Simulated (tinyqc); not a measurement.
Lifetime from the low-frequency admittance.

Question. At low frequency a p+-n diode with a base of width wb has C_diff/G = (tau/2)(1 - 2 x/sinh 2x), x = wb/sqrt(Dp tau). Find tau, x and the limit of C_diff/G for infinite lifetime, wb^2/(3 Dp).

Parameters, values chosen for the exercise: hole diffusion coefficient Dp = 2.4 cm^2/s; width of the neutral base wb = 7.1 um.

G = 4.8017395 S/cm^2
C_diff = 0.087034181 uF/cm^2

Answer. The ratio rises steadily with tau from tau/2 (long base) towards wb^2/(3 Dp) (short base), so one lifetime matches as long as the ratio is below that limit.

tau = 4.00e-8 s
x = 2.29
limit of C_diff/G = 7.00e-8 s

Computed by the program tinyqc: `OMP_NUM_THREADS=1 python tinyqc.py 2890198 2890199 out.jsonl`, one thread of a shared Intel Xeon 2.30GHz, about 0.01 s for the whole run.
